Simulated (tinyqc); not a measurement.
Crystal pulling from the melt: segregation, interface stability, heat balance and point-defect regime: one step, computed by the program tinyqc.

A dilute solute; steady pulling with a flat interface unless it is found unstable.

Task: Boundary layer and effective coefficient. delta = 1.61 D^(1/3) nu^(1/6) omega^(-1/2), omega = 2 pi rpm/60; k_eff = k0/[k0 + (1 - k0) exp(-V delta/D)] (Burton, Prim and Slichter); the melt at the interface is enriched by k_eff/k0.

Inputs (values chosen for the exercise, modelled on antimony in silicon):

| quantity | value | unit |
|---|---|---|
| equilibrium coefficient k0 | 0.023 | - |
| diffusivity in the melt D | 0.00016 | cm^2/s |
| kinematic viscosity nu | 0.0034 | cm^2/s |
| crystal rotation | 30 | rpm |
| pull rate V | 1.6 | mm/min |

Give: boundary layer delta; V delta/D; k_eff; enrichment at the interface.

Result:

boundary layer delta = 191.2 micrometre

V delta/D = 0.3187

k_eff = 0.03136

enrichment at the interface = 1.364

k_eff has moved 0.9 % of the way from k0 to 1. A 10 % ripple of V gives striations of 3.09 % in C_s, since d ln k_eff/d ln V = (1 - k_eff) V delta/D.
